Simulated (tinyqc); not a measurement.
## Body thickness for a wanted scale length

Inverse problem. A double-gate structure has tan(pi ti/Lambda) tan(pi ts/(2 Lambda)) = ei/eps_r, both angles below pi/2. Find ts.

Parameters, values chosen for the exercise; permittivities: semiconductor close to that of silicon, insulator close to that of zirconium oxide: relative permittivity of the semiconductor eps_r = 11.5; relative permittivity of the insulator ei = 24.4; insulator thickness ti = 3.6 nm.

Lambda = 17.886031 nm

Answer. The condition is explicit in ts: an arctangent, taken between 0 and pi/2.

ts = 14.1 nm

Program tinyqc, `OMP_NUM_THREADS=1 python tinyqc.py 2420035 2420036 out.jsonl`; Intel Xeon 2.30GHz, shared host, one thread, about 0.01 s.
